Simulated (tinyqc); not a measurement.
Doping the contact: Schottky barrier with interface states (Cowley-Sze model), image lowering and contact resistance. Computed by tinyqc, a small Python program. Command: `OMP_NUM_THREADS=1 python tinyqc.py 3005157 3005158 out.jsonl pinning walk`. One thread of a shared host (Intel(R) Xeon(R) Processor @ 2.30GHz), about 0.01 s of CPU time with the checks.

An n-type semiconductor under a metal. The barrier lies between the Schottky-Mott limit phi_M - chi and the Bardeen limit E_g - E_n, E_n being the neutrality level of the interface states; the space-charge term of the full Cowley-Sze expression is left out.

Inputs (values chosen for the exercise, with gap, mass and screening modelled on germanium): gap E_g = 0.673 eV; electron affinity chi = 4.05 eV; metal work function phi_M = 4.25 eV; neutrality level E_n above the valence band = 0.103 eV; optical dielectric constant eps_opt = 15.9; dielectric constant eps_s = 16.8; electron mass m_e = 0.212 m_0; valleys M_c = 4; temperature T = 200 K.

Pinning factor from: Moench relation.

Constants: k_B = 8.617333262e-05 eV/K; hbar = 1.054571817e-34 J s; m_0 = 9.1093837015e-31 kg; eps_0 = 8.8541878128e-12 F/m; e = 1.602176634e-19 C; k_B = 1.380649e-23 J/K; h = 6.62607015e-34 J s.

Method:
- S = 1/(1 + 0.1 (eps_opt - 1)^2), an empirical relation for metal-induced gap states.
- phi_B = S (phi_M - chi) + (1 - S)(E_g - E_n); the hole barrier is E_g - phi_B.
- A* = 4 pi e m_e M_c k_B^2/h^3 (a simple valley count); J_s = A* T^2 exp(-phi/k_B T).
- E_00 = (e hbar/2) sqrt(N/(m_e eps_s eps_0)), E_0 = E_00 coth(E_00/k_B T); scaling form of the contact resistivity rho_c = (k_B/(e A* T)) exp(phi_B/E_0), which is the thermionic result when E_00 << k_B T and keeps only the leading exponential of tunnelling when E_00 >> k_B T; image lowering is left out of it.
- Regimes: thermionic below E_00/k_B T = 0.5, field emission above 5.

barrier phi_B = 0.554052 eV

Against doping:
```
N (cm^-3)  1e10/sqrt(N)  E_00/k_B T  rho_c (ohm cm^2)                     regime
1.00e+16     1.0000e+02  5.7082e-02        3.7368e+05        thermionic emission
1.00e+17     3.1623e+01  1.8051e-01        2.7413e+05        thermionic emission
1.00e+18     1.0000e+01  5.7082e-01        1.7614e+04  thermionic-field emission
3.00e+18     5.7735e+00  9.8870e-01        2.0563e+02  thermionic-field emission
1.00e+19     3.1623e+00  1.8051e+00        8.9794e-02  thermionic-field emission
3.00e+19     1.8257e+00  3.1265e+00        1.1871e-04  thermionic-field emission
1.00e+20     1.0000e+00  5.7082e+00        1.1802e-06             field emission
3.00e+20     5.7735e-01  9.8870e+00        1.0921e-07             field emission
1.00e+21     3.1623e-01  1.8051e+01        2.5095e-08             field emission
```

What follows from these numbers?

Over the thermionic rows rho_c changes by a factor 1.4 only, and then it falls fast, by 13.2 decades in all; in field emission ln rho_c is linear in 1/sqrt(N). It passes below 1e-7 ohm cm^2 at N = 1e21 cm^-3 of those listed.
